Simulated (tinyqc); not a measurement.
## Piezoresistors in the (001) plane of a cubic crystal: effect of the direction of the resistor

Plane stress in crystal axes x = [100], y = [010]. First-order piezoresistance: d rho_xx/rho = p11 sxx + p12 syy, d rho_yy/rho = p12 sxx + p11 syy, d rho_xy/rho = p44 sxy; a resistor along d = (cos th, sin th) changes by dR/R = d.(d rho/rho).d. Changes of geometry and second-order terms are left out.

For uniaxial stress along or across the current: pL = p11 - (A/2) sin^2(2 th), pT = p12 + (A/2) sin^2(2 th), A = p11 - p12 - p44. dR/R is for the given stress.

Parameters, values chosen for the exercise; coefficients close to those of lightly doped n-type silicon: piezoresistive coefficient p11 = -95.6 x 1e-11/Pa; piezoresistive coefficient p12 = 52.9 x 1e-11/Pa; piezoresistive coefficient p44 = -14.1 x 1e-11/Pa; stress sxx Sx = 196 MPa; stress syy Sy = 209 MPa; shear stress sxy St = -25 MPa.

Results:

| th (deg) | pL (1e-11/Pa) | pT (1e-11/Pa) | pL - pT (1e-11/Pa) | dR/R (%) |
|---|---|---|---|---|
| 0 | -95.60 | 52.90 | -148.5 | -7.681 |
| 10 | -87.74 | 45.04 | -132.8 | -7.619 |
| 20 | -67.83 | 25.13 | -92.97 | -7.681 |
| 30 | -45.20 | 2.500 | -47.70 | -7.859 |
| 60 | -45.20 | 2.500 | -47.70 | -8.824 |
| 75 | -78.80 | 36.10 | -114.9 | -9.306 |
| 90 | -95.60 | 52.90 | -148.5 | -9.612 |

Estimate the missing row, th = 45 deg.

Computed row:

| th (deg) | pL (1e-11/Pa) | pT (1e-11/Pa) | pL - pT (1e-11/Pa) | dR/R (%) |
|---|---|---|---|---|
| 45 | -28.40 | -14.30 | -14.10 | -8.294 |

With this row back in the table: The sum pL + pT = p11 + p12 = -42.7 holds in every row. |pL - pT|, which sets the output of a bridge under uniaxial stress, is largest at 0 and 90 degrees (148) and is 14.1 at 45 degrees. The change dR/R goes from -7.68 through a maximum of -7.62 (at th = 10 deg among the rows listed) to -9.61 %.

Program tinyqc, `OMP_NUM_THREADS=1 python tinyqc.py 2530167 2530168 out.jsonl`; Intel Xeon 2.30GHz, shared host, one thread, about 0.01 s.
